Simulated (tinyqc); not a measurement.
# Gap and radiative efficiency from Jsc and Voc

Question. Photon flux above E from a black body at temperature T into a hemisphere: Phi(E, T) = A sum_k exp(-k E/th)[E^2 th/k + 2 E th^2/k^2 + 2 th^3/k^3], k = 1, 2, ..., with th = kB T/q in eV and A = 2 pi q^3/(h^3 c^2). A cell with a sharp absorption edge has Jsc = q fs X Phi(Eg, Ts) and Voc = Vt ln(1 + Jsc/J0), J0 = q ge Phi(Eg, T)/ERE. Find Eg and ERE.

Values chosen for this exercise:

| symbol | value | unit | meaning |
|---|---|---|---|
| T | 280 | K | cell temperature |
| Ts | 5800 | K | temperature of the black-body sun |
| fs | 2.16e-5 |  | share of the hemisphere filled by the sun |
| X | 500 |  | concentration |
| ge | 2 |  | number of faces that emit |

Constants: q = 1.602176634e-19 C, kB = 1.380649e-23 J/K, h = 6.62607015e-34 J s, c = 299792458 m/s, Vt = kB T/q. Results are converted to the units shown.

Jsc = 13212.0470 mA/cm^2
Voc = 1.44111711 V

Answer. Phi falls steadily with E, so Jsc fixes Eg; Voc gives J0, and its ratio to the radiative dark current is 1/ERE.

Eg = 1.79 eV
ERE = 1.00e-4

Program tinyqc, `OMP_NUM_THREADS=1 python tinyqc.py 2820044 2820045 out.jsonl`; Intel Xeon 2.30GHz, shared host, one thread, about 0.01 s.
